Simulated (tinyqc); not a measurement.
## Bandgap voltage reference from two bipolar transistors: output against temperature

Two transistors of area 1 and N carry the same current I. Is(T) = Is (T/T0)^eta exp[(Vg0 q/kB)(1/T0 - 1/T)], VBE1 = Vt ln(I/Is(T)) + I rb, VBE2 = Vt ln(I/(N Is(T))) + I rb/N. The amplifier forces I R1(T) = VBE1 - VBE2 + Vos, with R(T) = R (1 + tc (T - T0)) for both resistors, and the output is Vref = VBE1 + I R2(T). Base currents and the Early effect are neglected.

Vt = kB T/q; I = (Vt ln N + Vos)/(R1(T) - rb (1 - 1/N)).

Values chosen for this exercise; values of the order met in silicon bipolar transistors:
```
symbol,value,unit,meaning
T0,300,K,reference temperature
Vg0,1.192,V,band-gap voltage extrapolated to 0 K
eta,4.3,,temperature exponent of the saturation current
Is,6.9e-16,A,saturation current of the unit transistor at T0
N,8,,area ratio of the second transistor
R1,18,kohm,"resistor across which the difference of VBE falls, at T0"
tc,0,ppm/K,temperature coefficient of both resistors
Vos,0,mV,offset of the amplifier
rb,91,ohm,series resistance of the unit transistor
R2,230.9,kohm,output resistor at T0
```

Constants: q = 1.602176634e-19 C, kB = 1.380649e-23 J/K. Results are converted to the units shown.

Result of one run:

| I (uA) | VBE1 (V) | I R2 (V) | Vref (V) | Vref - Vref(T0) (mV) | dVref/dT (uV/K) |
|---|---|---|---|---|---|
| 3.7298 | 0.40052 | 0.86120 | 1.2617 | -4.9347 | -97.442 |

Which temperature T gave this result: 233, 298, 373 or 398 K?

T = 373 K.

The whole series:

| T (K) | I (uA) | VBE1 (V) | I R2 (V) | Vref (V) | Vref - Vref(T0) (mV) | dVref/dT (uV/K) |
|---|---|---|---|---|---|---|
| 218 | 2.1799 | 0.76272 | 0.50333 | 1.2660 | -0.61330 | 55.289 |
| 233 | 2.3299 | 0.72877 | 0.53796 | 1.2667 | 0.072545 | 36.366 |
| 253 | 2.5298 | 0.68308 | 0.58414 | 1.2672 | 0.56247 | 12.948 |
| 273 | 2.7298 | 0.63694 | 0.63032 | 1.2673 | 0.60232 | -8.6879 |
| 298 | 2.9798 | 0.57869 | 0.68804 | 1.2667 | 0.069114 | -33.605 |
| 323 | 3.2298 | 0.51984 | 0.74576 | 1.2656 | -1.0612 | -56.514 |
| 348 | 3.4798 | 0.46044 | 0.80348 | 1.2639 | -2.7424 | -77.714 |
| 373 | 3.7298 | 0.40052 | 0.86120 | 1.2617 | -4.9347 | -97.442 |
| 398 | 3.9797 | 0.34013 | 0.91892 | 1.2591 | -7.6038 | -115.89 |
| 423 | 4.2297 | 0.27929 | 0.97665 | 1.2559 | -10.720 | -133.21 |

VBE1 falls by 2.36 mV/K on average and I R2 rises by 2.31 mV/K. The slope of Vref vanishes at T = 265 K. Between 233 and 398 K Vref spans 8.24 mV, or 39.5 ppm/K by the box method (span over the average over T, over 165 K).

Program tinyqc, `OMP_NUM_THREADS=1 python tinyqc.py 2062025 2062026 out.jsonl`; Intel Xeon 2.30GHz, shared host, one thread, about 0.02 s.
